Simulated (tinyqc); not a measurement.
Inside a calculation. Method: plane-wave Kohn-Sham cycle with exchange-only LDA in a layered model solid. One step of it, computed by the program tinyqc.

Task: Iteration 1: Hamiltonian at one k. H(m,m') = (k + G_m)^2/2 delta + V(G_m - G_m'), with V(-G) = V(G).

A solid whose potential varies along x alone (atomic units):
```
parameter                      value
period a                    9.100000
cross-section of the cell  30.000000
electrons per cell                 2
grid points                       16
plane waves -n..n, n               2
k points                           3
V1 in V1 cos(2 pi x/a)     -0.510000
```

V(G_m), m = 0, 1, 2, ... (hartree): -0.191255  -0.255000  0.000000  0.000000  0.000000

k = 0.000000 2 pi / a

Give: H.

Result:

H (hartree):
```
        -2      -1      +0      +1      +2
-2   0.762  -0.255   0.000   0.000   0.000
-1  -0.255   0.047  -0.255   0.000   0.000
+0   0.000  -0.255  -0.191  -0.255   0.000
+1   0.000   0.000  -0.255   0.047  -0.255
+2   0.000   0.000   0.000  -0.255   0.762
```
